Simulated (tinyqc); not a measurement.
## Doping from the body effect

Problem. The threshold of a long MOSFET, counted against the source, shifts by gamma (sqrt(2 phiF + Vsb) - sqrt(2 phiF)) with gamma = sqrt(2 eps0 eps_r q N)/Cox. Find 2 phiF, gamma and N from two shifts.

Values chosen for this exercise: relative permittivity eps_r = 12.

Constants: q = 1.602176634e-19 C, eps0 = 8.8541878128e-14 F/cm where lengths are in cm. Results are converted to the units shown.

|VT - VT(0)| at source-body biases 0.9 and 2.9 V (V): 0.011749918  0.030205993
Cox = 1.1510444 uF/cm^2

Answer. The ratio of the shifts depends on 2 phiF alone and rises steadily with it, so it fixes 2 phiF; either shift then gives gamma, and gamma gives N.

2 phiF = 0.981 V
gamma = 0.0308 V^0.5
N = 3.70e15 cm^-3

Numbers from tinyqc (`OMP_NUM_THREADS=1 python tinyqc.py 2060085 2060086 out.jsonl`; about 0.01 s on one thread of a shared Intel Xeon 2.30GHz).
